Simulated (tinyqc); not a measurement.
Implant damage, amorphisation by cascade overlap, and solid-phase epitaxial regrowth: one step, computed by the program tinyqc. Command: `OMP_NUM_THREADS=1 python tinyqc.py 3114226 3114227 out.jsonl sper walk`. One thread of a shared host (Intel(R) Xeon(R) Processor @ 2.30GHz), about 0.01 s of CPU time with the checks.

Range and width of the damage are inputs. Dynamic annealing enters only through the surviving share f.

Problem. The amorphous layer. Displaced share x(z) = f nu Q exp(-(z - R_d)^2/(2 s_d^2))/(sqrt(2 pi) s_d N); the layer is amorphous where x > x_c, between R_d -/+ s_d sqrt(2 ln(x_max/x_c)), the upper edge being cut at the surface. Threshold dose Q_c = Q x_c/x_max.

Inputs (values chosen for the exercise, modelled on indium ions in silicon): atomic density N = 49.9 1/nm^3; depth of the damage peak R_d = 17 nm; width of the damage profile s_d = 9.6 nm; share of defects that survive f = 0.94; critical displaced share x_c = 0.12; dose Q = 1.2e+14 1/cm^2.

displacements per ion nu = 729.2578

Give: peak displaced share x_max; threshold dose Q_c; upper edge; lower edge.

Solution.

peak displaced share x_max = 0.6851

threshold dose Q_c = 2.102e+13 1/cm^2

upper edge = 0 nm

lower edge = 34.92 nm

The layer reaches the surface.
